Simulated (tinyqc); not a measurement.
Pinning of the barrier by interface states.

Cowley-Sze model with the space charge neglected: phiB = S (phiM - chi) + (1 - S)(Eg - phi0), S = 1/(1 + q Dit dl/(eps0 ei)), dl in cm.

Parameters, values chosen for the exercise; band and dielectric values close to those of gallium phosphide: band gap Eg = 2.26 eV; electron affinity chi = 3.8 eV; thickness of the interfacial layer dl = 0.4 nm; relative permittivity of the interfacial layer ei = 1; neutral level above the valence band phi0 = 1.32 eV; metal work function phiM = 4.29 eV.

Constants: q = 1.602176634e-19 C, eps0 = 8.8541878128e-14 F/cm where lengths are in cm. Results are converted to the units shown.

Pinning of the barrier by interface states:

| Dit (cm^-2 eV^-1) | S | phiB (eV) | change of phiB for 0.5 eV more work function (eV) |
|---|---|---|---|
| 1e11 | 0.9928 | 0.4932 | 0.4964 |
| 3e11 | 0.9787 | 0.4996 | 0.4894 |
| 1e12 | 0.9325 | 0.5204 | 0.4663 |
| 3e12 | 0.8216 | 0.5703 | 0.4108 |
| 1e13 | 0.5801 | 0.6789 | 0.2901 |
| 3e13 | 0.3153 | 0.7981 | 0.1577 |
| 1e14 | 0.1214 | 0.8854 | 0.06069 |
| 3e14 | 0.04403 | 0.9202 | 0.02201 |
| 1e15 | 0.01363 | 0.9339 | 0.006814 |

What does the table show?

S falls from 0.993 to 0.0136, passing 1/2 at Dit = eps0 ei/(q dl) = 1.38e13 cm^-2 eV^-1. The barrier rises from 0.493 to 0.934 eV, from near the Schottky-Mott value phiM - chi = 0.490 eV towards the pinned value Eg - phi0 = 0.940 eV.

Program tinyqc, `OMP_NUM_THREADS=1 python tinyqc.py 2020017 2020018 out.jsonl`; Intel Xeon 2.30GHz, shared host, one thread, about 0.09 s.
